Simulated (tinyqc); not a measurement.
Worked calculation (part 3 of 3): ROHF in the 6-31g basis, for H4+, spin multiplicity 2. Computed by tinyqc, a small Python program that keeps every step (integrals from PySCF). Command: `OMP_NUM_THREADS=1 python tinyqc.py 28358 28359 out.jsonl` (the two numbers bound the seeds that draw the settings). One thread of a shared host (Intel(R) Xeon(R) Processor @ 2.60GHz), about 0.07 s of CPU time with the checks.

Geometry (angstrom):
```
atom         x         y         z
H     0.000000  0.000000  0.000000
H     0.000000  0.000000  1.550000
H     0.000000  0.000000  2.473000
H     0.000000  0.000000  4.023000
```

## Iteration 2: diagonalisation and new density

effective F (hartree):
```
           1H 1s      1H 2s      2H 1s      2H 2s      3H 1s      3H 2s      4H 1s      4H 2s
1H 1s  -0.131078  -0.466176  -0.151202  -0.254972  -0.021677  -0.078098   0.030634   0.017941
1H 2s  -0.466176  -0.389189  -0.278626  -0.335512  -0.117304  -0.189192   0.017941  -0.016289
2H 1s  -0.151202  -0.278626  -0.206764  -0.631992  -0.515501  -0.545509  -0.021677  -0.117304
2H 2s  -0.254972  -0.335512  -0.631992  -0.610279  -0.545509  -0.562591  -0.078098  -0.189192
3H 1s  -0.021677  -0.117304  -0.515501  -0.545509  -0.206764  -0.631992  -0.151202  -0.278626
3H 2s  -0.078098  -0.189192  -0.545509  -0.562591  -0.631992  -0.610279  -0.254972  -0.335512
4H 1s   0.030634   0.017941  -0.021677  -0.078098  -0.151202  -0.254972  -0.131078  -0.466176
4H 2s   0.017941  -0.016289  -0.117304  -0.189192  -0.278626  -0.335512  -0.466176  -0.389189
```

X:
```
               1          2          3          4          5          6          7         8
1H 1s   0.206156  -0.667606   0.812191   0.542396  -0.306149   0.414051   0.346249  0.092430
1H 2s  -0.961491   0.993155  -0.795537  -0.324443   0.014452   0.322939   0.366869  0.155804
2H 1s  -0.658537   0.480541   0.425255   0.709756   0.732683  -0.253221   0.100074  0.214610
2H 2s   2.663938  -0.665781  -0.244861  -0.515577   0.210031  -0.116221   0.130357  0.294630
3H 1s   0.658537   0.480541  -0.425255   0.709756  -0.732683  -0.253221  -0.100074  0.214610
3H 2s  -2.663938  -0.665781   0.244861  -0.515577  -0.210031  -0.116221  -0.130357  0.294630
4H 1s  -0.206156  -0.667606  -0.812191   0.542396   0.306149   0.414051  -0.346249  0.092430
4H 2s   0.961491   0.993155   0.795537  -0.324443  -0.014452   0.322939  -0.366869  0.155804
```

Diagonalise F' = X^T F X, C = X C', fill 2 alpha and 1 beta electrons from the bottom; D(s) = C_occ C_occ^T. Each column has its largest component positive (the first on a tie).

F' = X^T F X (hartree):
```
           1          2          3          4          5          6          7          8
1   0.650760   0.000000  -0.161759   0.000000  -0.462066   0.000000  -0.038382   0.000000
2   0.000000   0.694531   0.000000   0.016307   0.000000  -0.223457   0.000000  -0.007984
3  -0.161759   0.000000   0.773876   0.000000   0.083410   0.000000   0.094214   0.000000
4   0.000000   0.016307   0.000000   0.663337   0.000000   0.027791   0.000000  -0.099003
5  -0.462066   0.000000   0.083410   0.000000   0.405230   0.000000  -0.022941   0.000000
6   0.000000  -0.223457   0.000000   0.027791   0.000000  -0.276780   0.000000   0.058955
7  -0.038382   0.000000   0.094214   0.000000  -0.022941   0.000000  -0.486657   0.000000
8   0.000000  -0.007984   0.000000  -0.099003   0.000000   0.058955   0.000000  -0.814495
```

orbital energies (hartree): MO1 -0.828001, MO2 -0.496466, MO3 -0.319793, MO4 0.050896, MO5 0.668959, MO6 0.682853, MO7 0.745428, MO8 1.105925

coefficients C:
```
            MO1        MO2        MO3        MO4        MO5        MO6        MO7        MO8
1H 1s  0.089366   0.278759   0.258282  -0.091311   0.646888  -0.905155  -0.653232  -0.102076
1H 2s  0.083133   0.379088   0.550779  -0.648838  -0.450215   1.014804   0.840965  -0.312443
2H 1s  0.284037   0.079643  -0.131097   0.186643   0.604568   0.102436   0.617644  -1.053414
2H 2s  0.278401   0.279831  -0.211597   1.779442  -0.440525  -0.670843  -0.702179   1.876933
3H 1s  0.284037  -0.079643  -0.131097  -0.186643   0.604568  -0.102436   0.617644   1.053414
3H 2s  0.278401  -0.279831  -0.211597  -1.779442  -0.440525   0.670843  -0.702179  -1.876933
4H 1s  0.089366  -0.278759   0.258282   0.091311   0.646888   0.905155  -0.653232   0.102076
4H 2s  0.083133  -0.379088   0.550779   0.648838  -0.450215  -1.014804   0.840965   0.312443
```

D(alpha) after iteration 2:
```
           1H 1s      1H 2s      2H 1s      2H 2s      3H 1s      3H 2s      4H 1s      4H 2s
1H 1s   0.085693   0.113103   0.047585   0.102885   0.003182  -0.053126  -0.069720  -0.098245
1H 2s   0.113103   0.150619   0.053805   0.129225  -0.006579  -0.082936  -0.098245  -0.136797
2H 1s   0.047585   0.053805   0.087020   0.101363   0.074334   0.056789   0.003182  -0.006579
2H 2s   0.102885   0.129225   0.101363   0.155813   0.056789  -0.000799  -0.053126  -0.082936
3H 1s   0.003182  -0.006579   0.074334   0.056789   0.087020   0.101363   0.047585   0.053805
3H 2s  -0.053126  -0.082936   0.056789  -0.000799   0.101363   0.155813   0.102885   0.129225
4H 1s  -0.069720  -0.098245   0.003182  -0.053126   0.047585   0.102885   0.085693   0.113103
4H 2s  -0.098245  -0.136797  -0.006579  -0.082936   0.053805   0.129225   0.113103   0.150619
```

D(beta) after iteration 2:
```
          1H 1s     1H 2s     2H 1s     2H 2s     3H 1s     3H 2s     4H 1s     4H 2s
1H 1s  0.007986  0.007429  0.025383  0.024880  0.025383  0.024880  0.007986  0.007429
1H 2s  0.007429  0.006911  0.023613  0.023144  0.023613  0.023144  0.007429  0.006911
2H 1s  0.025383  0.023613  0.080677  0.079076  0.080677  0.079076  0.025383  0.023613
2H 2s  0.024880  0.023144  0.079076  0.077507  0.079076  0.077507  0.024880  0.023144
3H 1s  0.025383  0.023613  0.080677  0.079076  0.080677  0.079076  0.025383  0.023613
3H 2s  0.024880  0.023144  0.079076  0.077507  0.079076  0.077507  0.024880  0.023144
4H 1s  0.007986  0.007429  0.025383  0.024880  0.025383  0.024880  0.007986  0.007429
4H 2s  0.007429  0.006911  0.023613  0.023144  0.023613  0.023144  0.007429  0.006911
```

## Iteration 11 (converged): orbitals

converged F (hartree):
```
           1H 1s      1H 2s      2H 1s      2H 2s      3H 1s      3H 2s      4H 1s      4H 2s
1H 1s  -0.129776  -0.472426  -0.157400  -0.265588  -0.030320  -0.088120   0.032276   0.014583
1H 2s  -0.472426  -0.394330  -0.286440  -0.348766  -0.126158  -0.202488   0.014583  -0.024503
2H 1s  -0.157400  -0.286440  -0.238058  -0.645427  -0.517672  -0.555388  -0.030320  -0.126158
2H 2s  -0.265588  -0.348766  -0.645427  -0.632386  -0.555388  -0.583383  -0.088120  -0.202488
3H 1s  -0.030320  -0.126158  -0.517672  -0.555388  -0.238058  -0.645427  -0.157400  -0.286440
3H 2s  -0.088120  -0.202488  -0.555388  -0.583383  -0.645427  -0.632386  -0.265588  -0.348766
4H 1s   0.032276   0.014583  -0.030320  -0.088120  -0.157400  -0.265588  -0.129776  -0.472426
4H 2s   0.014583  -0.024503  -0.126158  -0.202488  -0.286440  -0.348766  -0.472426  -0.394330
```

As before.

F' = X^T F X (hartree):
```
           1          2          3          4          5          6          7          8
1   0.639299   0.000000  -0.147502   0.000000  -0.448946   0.000000  -0.040243   0.000000
2   0.000000   0.693393   0.000000  -0.005978   0.000000  -0.223151   0.000000  -0.008294
3  -0.147502   0.000000   0.778060   0.000000   0.065428   0.000000   0.090718   0.000000
4   0.000000  -0.005978   0.000000   0.644444   0.000000   0.039001   0.000000  -0.102214
5  -0.448946   0.000000   0.065428   0.000000   0.369650   0.000000  -0.025767   0.000000
6   0.000000  -0.223151   0.000000   0.039001   0.000000  -0.272256   0.000000   0.055619
7  -0.040243   0.000000   0.090718   0.000000  -0.025767   0.000000  -0.487802   0.000000
8   0.000000  -0.008294   0.000000  -0.102214   0.000000   0.055619   0.000000  -0.842603
```

orbital energies (hartree): MO1 -0.855528, MO2 -0.497619, MO3 -0.316803, MO4 0.036987, MO5 0.650776, MO6 0.696381, MO7 0.744533, MO8 1.063458

coefficients C:
```
            MO1        MO2        MO3        MO4        MO5        MO6        MO7        MO8
1H 1s  0.093391   0.280904   0.253330  -0.097337   0.435712  -0.902388  -0.810635  -0.114384
1H 2s  0.089413   0.371432   0.552100  -0.640490  -0.188758   1.023768   0.933672  -0.309607
2H 1s  0.284393   0.081948  -0.139096   0.203218   0.753726   0.114422   0.420144  -1.048926
2H 2s  0.274204   0.293245  -0.211340   1.743357  -0.624272  -0.704124  -0.547567   1.896457
3H 1s  0.284393  -0.081948  -0.139096  -0.203218   0.753726  -0.114422   0.420144   1.048926
3H 2s  0.274204  -0.293245  -0.211340  -1.743357  -0.624272   0.704124  -0.547567  -1.896457
4H 1s  0.093391  -0.280904   0.253330   0.097337   0.435712   0.902388  -0.810635   0.114384
4H 2s  0.089413  -0.371432   0.552100   0.640490  -0.188758  -1.023768   0.933672   0.309607
```

D(alpha) after iteration 11:
```
           1H 1s      1H 2s      2H 1s      2H 2s      3H 1s      3H 2s      4H 1s      4H 2s
1H 1s   0.087629   0.112687   0.049579   0.107982   0.003540  -0.056766  -0.070185  -0.095987
1H 2s   0.112687   0.145957   0.055867   0.133438  -0.005010  -0.084403  -0.095987  -0.129967
2H 1s   0.049579   0.055867   0.087595   0.102013   0.074164   0.053951   0.003540  -0.005010
2H 2s   0.107982   0.133438   0.102013   0.161180   0.053951  -0.010804  -0.056766  -0.084403
3H 1s   0.003540  -0.005010   0.074164   0.053951   0.087595   0.102013   0.049579   0.055867
3H 2s  -0.056766  -0.084403   0.053951  -0.010804   0.102013   0.161180   0.107982   0.133438
4H 1s  -0.070185  -0.095987   0.003540  -0.056766   0.049579   0.107982   0.087629   0.112687
4H 2s  -0.095987  -0.129967  -0.005010  -0.084403   0.055867   0.133438   0.112687   0.145957
```

D(beta) after iteration 11:
```
          1H 1s     1H 2s     2H 1s     2H 2s     3H 1s     3H 2s     4H 1s     4H 2s
1H 1s  0.008722  0.008350  0.026560  0.025608  0.026560  0.025608  0.008722  0.008350
1H 2s  0.008350  0.007995  0.025429  0.024518  0.025429  0.024518  0.008350  0.007995
2H 1s  0.026560  0.025429  0.080879  0.077982  0.080879  0.077982  0.026560  0.025429
2H 2s  0.025608  0.024518  0.077982  0.075188  0.077982  0.075188  0.025608  0.024518
3H 1s  0.026560  0.025429  0.080879  0.077982  0.080879  0.077982  0.026560  0.025429
3H 2s  0.025608  0.024518  0.077982  0.075188  0.077982  0.075188  0.025608  0.024518
4H 1s  0.008722  0.008350  0.026560  0.025608  0.026560  0.025608  0.008722  0.008350
4H 2s  0.008350  0.007995  0.025429  0.024518  0.025429  0.024518  0.008350  0.007995
```

## Convergence

Stop when the energy changes by less than 1e-09 hartree and every element of the error matrix X^T (F D S - S D F) X is below 9e-06.

Course of the cycle:
```
iteration  E (hartree)     change  largest element of the error matrix
1          -1.12518413          -                             9.72e-02
2          -1.64815880  -5.23e-01                             7.76e-02
3          -1.65903414  -1.09e-02                             8.04e-03
4          -1.65916051  -1.26e-04                             2.65e-03
5          -1.65917498  -1.45e-05                             1.02e-03
6          -1.65917721  -2.23e-06                             4.01e-04
7          -1.65917757  -3.61e-07                             1.61e-04
8          -1.65917763  -5.91e-08                             6.49e-05
9          -1.65917764  -9.69e-09                             2.62e-05
10         -1.65917764  -1.59e-09                             1.06e-05
11         -1.65917764  -2.61e-10                             4.30e-06
```

PySCF ROHF in the same basis = -1.65917764 hartree

Converged in 11 iterations.

## Populations, bond orders and dipole

overlap S:
```
          1H 1s     1H 2s     2H 1s     2H 2s     3H 1s     3H 2s     4H 1s     4H 2s
1H 1s  1.000000  0.658292  0.045530  0.213426  0.000613  0.037687  0.000000  0.000352
1H 2s  0.658292  1.000000  0.213426  0.500654  0.037687  0.171851  0.000352  0.009461
2H 1s  0.045530  0.213426  1.000000  0.658292  0.306013  0.441328  0.000613  0.037687
2H 2s  0.213426  0.500654  0.658292  1.000000  0.441328  0.782448  0.037687  0.171851
3H 1s  0.000613  0.037687  0.306013  0.441328  1.000000  0.658292  0.045530  0.213426
3H 2s  0.037687  0.171851  0.441328  0.782448  0.658292  1.000000  0.213426  0.500654
4H 1s  0.000000  0.000352  0.000613  0.037687  0.045530  0.213426  1.000000  0.658292
4H 2s  0.000352  0.009461  0.037687  0.171851  0.213426  0.500654  0.658292  1.000000
```

Mulliken: Z minus the diagonal of D S on the atom; Loewdin: the same with S^(1/2) D S^(1/2); Mayer order: 2 sum_s sum (D(s) S)_ij (D(s) S)_ji over the two atoms.

Charges (e):
```
atom  Mulliken   Loewdin  Mulliken spin
1H    0.473825  0.447208       0.409531
2H    0.026175  0.052792       0.090469
3H    0.026175  0.052792       0.090469
4H    0.473825  0.447208       0.409531
```

Mayer bond orders:
```
pair     order
2-1   0.303749
3-1   0.050526
3-2   0.637218
4-1   0.250392
4-2   0.050526
4-3   0.303749
```

dipole moment about the origin, x y z (debye): 0.000000  0.000000  9.661646
